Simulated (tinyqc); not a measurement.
Inside a calculation. Method: sp3 tight binding, zinc-blende lattice. One step of it, computed by the program tinyqc.

Problem. Levels at k. Diagonalise the Hermitian matrix.

H(k) at k (eV):
```
                      a s                 a px                 a py                 a pz
a s            -12.150000             0.000000             0.000000             0.000000
a px             0.000000            -6.200000             0.000000             0.000000
a py             0.000000             0.000000            -6.200000             0.000000
a pz             0.000000             0.000000             0.000000            -6.200000
c s   -0.510939-4.733436i   1.470909+0.778806i   1.724865+0.664141i   1.470909+0.778806i
c px  -1.470909-0.778806i   0.117302+1.086705i  -1.750357-0.926766i  -2.052560-0.790317i
c py  -1.724865-0.664141i  -1.750357-0.926766i   0.117302+1.086705i  -1.750357-0.926766i
c pz  -1.470909-0.778806i  -2.052560-0.790317i  -1.750357-0.926766i   0.117302+1.086705i

                      c s                 c px                 c py                 c pz
a s   -0.510939+4.733436i  -1.470909+0.778806i  -1.724865+0.664141i  -1.470909+0.778806i
a px   1.470909-0.778806i   0.117302-1.086705i  -1.750357+0.926766i  -2.052560+0.790317i
a py   1.724865-0.664141i  -1.750357+0.926766i   0.117302-1.086705i  -1.750357+0.926766i
a pz   1.470909-0.778806i  -2.052560+0.790317i  -1.750357+0.926766i   0.117302-1.086705i
c s            -12.150000             0.000000             0.000000             0.000000
c px             0.000000            -6.200000             0.000000             0.000000
c py             0.000000             0.000000            -6.200000             0.000000
c pz             0.000000             0.000000             0.000000            -6.200000
```

Give: eigenvalues; weights |c|^2 of the basis functions.

Solution.

eigenvalues (eV): -17.5883  -11.6069  -9.0691  -8.9355  -5.6835  -3.4848  -3.3309  -1.8010

weights |c|^2 of the basis functions:
```
      band 1  band 2  band 3  band 4  band 5  band 6  band 7  band 8
a s   0.4733  0.1644  0.0000  0.0018  0.3223  0.0004  0.0000  0.0378
a px  0.0080  0.1132  0.2500  0.0836  0.0615  0.0755  0.2500  0.1581
a py  0.0106  0.1092  0.0000  0.3309  0.0548  0.3485  0.0000  0.1460
a pz  0.0080  0.1132  0.2500  0.0836  0.0615  0.0755  0.2500  0.1581
c s   0.4733  0.1644  0.0000  0.0018  0.3223  0.0004  0.0000  0.0378
c px  0.0080  0.1132  0.2500  0.0836  0.0615  0.0755  0.2500  0.1581
c py  0.0106  0.1092  0.0000  0.3309  0.0548  0.3485  0.0000  0.1460
c pz  0.0080  0.1132  0.2500  0.0836  0.0615  0.0755  0.2500  0.1581
```
